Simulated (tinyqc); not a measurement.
# Lifetime from the low-frequency admittance

Problem. At low frequency a p+-n diode with a base of width wb has C_diff/G = (tau/2)(1 - 2 x/sinh 2x), x = wb/sqrt(Dp tau). Find tau, x and the limit of C_diff/G for infinite lifetime, wb^2/(3 Dp).

Inputs (values chosen for the exercise): hole diffusion coefficient Dp = 6 cm^2/s; width of the neutral base wb = 1.4 um.

G = 2.3955547 S/cm^2
C_diff = 0.0021847537 uF/cm^2

Answer. The ratio rises steadily with tau from tau/2 (long base) towards wb^2/(3 Dp) (short base), so one lifetime matches as long as the ratio is below that limit.

tau = 8.000e-9 s
x = 0.6390
limit of C_diff/G = 1.089e-9 s

Numbers from tinyqc (`OMP_NUM_THREADS=1 python tinyqc.py 2890148 2890149 out.jsonl`; about 0.01 s on one thread of a shared Intel Xeon 2.30GHz).
